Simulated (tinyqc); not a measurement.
Which stress helps holes along [110]: six-band Luttinger-Kohn model with strain.

Six-band Luttinger-Kohn model in the basis |3/2,3/2>, |3/2,1/2>, |3/2,-1/2>, |3/2,-3/2>, |1/2,1/2>, |1/2,-1/2>, electron energies, zero at the top of the unstrained valence band. H = -[rows: (P+Q, -S, R, 0, -S/r2, r2 R); (-S*, P-Q, 0, R, -r2 Q, r32 S); (R*, 0, P-Q, S, r32 S*, r2 Q); (0, R*, S*, P+Q, -r2 R*, -S*/r2); (-S*/r2, -r2 Q, r32 S, -r2 R, P+Dso, 0); (r2 R*, r32 S*, r2 Q, -S/r2, 0, P+Dso)], r2 = sqrt(2), r32 = sqrt(3/2). Levels are twofold.

P = c g1 k^2 - av tr(e); Q = c g2 (kx^2 + ky^2 - 2 kz^2) - (b/2)(exx + eyy - 2 ezz); R = c sqrt3 [-g2 (kx^2 - ky^2) + 2i g3 kx ky] + (sqrt3/2) b (exx - eyy) - i d exy; S = 2 c sqrt3 g3 (kx - i ky) kz - d (exz - i eyz); c = hbar^2/2m0, e the strain tensor (not engineering shear).

s11 = (C11 + C12)/((C11 - C12)(C11 + 2 C12)), s12 = -C12/((C11 - C12)(C11 + 2 C12)), s44 = 1/C44; exx = s11 sxx + s12 (syy + szz) and cyclic, exy = s44 sxy/2; tension is positive. A uniaxial stress X along the unit vector n is s_ij = X n_i n_j.

Constants: hbar^2/2m0 = 3.80998211 eV angstrom^2.

Parameters, chosen for this exercise (near those of AlAs; shifted at random, so the results belong to these values and not to a real crystal):
```
symbol  value  unit  meaning
Dso     0.282  eV    spin-orbit splitting
g1      3.78         Luttinger gamma1
g2      0.82         gamma2
g3      1.4          gamma3
av      2.4    eV    valence hydrostatic potential
b       -2.39  eV    tetragonal shear potential
d       -3.42  eV    trigonal shear potential
C11     121.8  GPa
C12     56.2   GPa
C44     53.5   GPa
X1      1.9    GPa   size of the stress
```

Each load has size X1 (biaxial: sxx = syy); masses are curvatures of the top pair at k = 0.

Results:
```
load                         splitting (meV)  top edge (meV)  m [110]  m [001]
uniaxial [110], compression             98.7            36.6    0.138    0.419
uniaxial [110], tension                 82.6            68.7    0.574    0.179
uniaxial [100], compression            163.9            75.2    0.225    0.409
uniaxial [100], tension                100.3            88.7    0.297    0.217
uniaxial [111], compression             77.7            23.2    0.174    0.265
uniaxial [111], tension                 60.5            54.5    0.420    0.265
biaxial (001), compression             100.3            30.3    0.217    0.467
biaxial (001), tension                 163.9           133.6    0.409    0.155
```

How do the results move, and what explains it?

The lightest mass along [110] (0.138) comes with uniaxial [110], compression. The largest splitting (163.9 meV) comes with uniaxial [100], compression; biaxial (001), tension. The heaviest mass along [001] (0.467), which lowers the confinement energy in a (001) channel, comes with biaxial (001), compression. The splitting per GPa follows b (s11 - s12) for loads along cube axes and d s44 for [111]: here 2 |b| (s11 - s12) = 72.9 and |d| s44/sqrt3 = 36.9 meV per GPa in the limit of large Dso; where the splitting nears Dso, mixing with the split-off band makes it depend on the sign of the load.

Program tinyqc; command `OMP_NUM_THREADS=1 python tinyqc.py 1050279 1050280 out.jsonl`; about 0.06 s on one thread of a shared Intel(R) Xeon(R) Processor @ 2.30GHz.
